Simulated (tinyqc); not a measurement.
## Gate voltage for a given inversion charge

Problem. p-type body, charge-sheet picture, depletion and inversion only, full ionisation (an idealisation for deep acceptors), Boltzmann statistics (rough once Na exp(x - xn) passes about Nc/7). In units of Vt: xg = (Vg - Vfb)/Vt, x = psi/Vt, G = gamma/sqrt(Vt), xn = (2 phiF + Vc)/Vt. The implicit equation is (xg - x)^2 = G^2 [x - 1 + exp(x - xn)] for x above about 3. Cox = eps0 eox/tox. ni = sqrt(Nc Nv) exp(-Eg/(2 Vt)), Eg in volts; phiF = Vt ln(Na/ni); gamma = sqrt(2 q eps0 eps_r Na)/Cox. N_inv = (Cox Vt G/q) [sqrt(x - 1 + exp(x - xn)) - sqrt(x - 1)]. Find x - xn, psi and Vg.

Values chosen for this exercise; band and dielectric values close to those of silicon:
```
symbol    value   unit                                                                 meaning
T           300      K                                                             temperature
Eg          1.1     eV                                                                band gap
eps_r      11.7                                                          relative permittivity
Nc      2.78e19  cm^-3                                  conduction-band density of states at T
Nv      2.64e19  cm^-3                                     valence-band density of states at T
eox        25.6         relative permittivity of the gate insulator (close to zirconium oxide)
tox          20     nm                                                     insulator thickness
Na       1.5e17  cm^-3                                                        acceptor density
Vfb       -0.35      V                                                       flat-band voltage
Vc            1      V                                                    channel-body voltage
```

Constants: q = 1.602176634e-19 C, kB = 1.380649e-23 J/K, Vt = kB T/q, eps0 = 8.8541878128e-14 F/cm where lengths are in cm. Results are converted to the units shown.

N_inv = 4.3e11 cm^-2

Solution. N_inv rises steadily with x, so it fixes x; the implicit equation then gives xg directly.

x - xn = 3.60
psi = 1.92 V
Vg = 1.91 V

Computed by the program tinyqc: `OMP_NUM_THREADS=1 python tinyqc.py 2122066 2122067 out.jsonl`, one thread of a shared Intel Xeon 2.30GHz, about 0.01 s for the whole run.
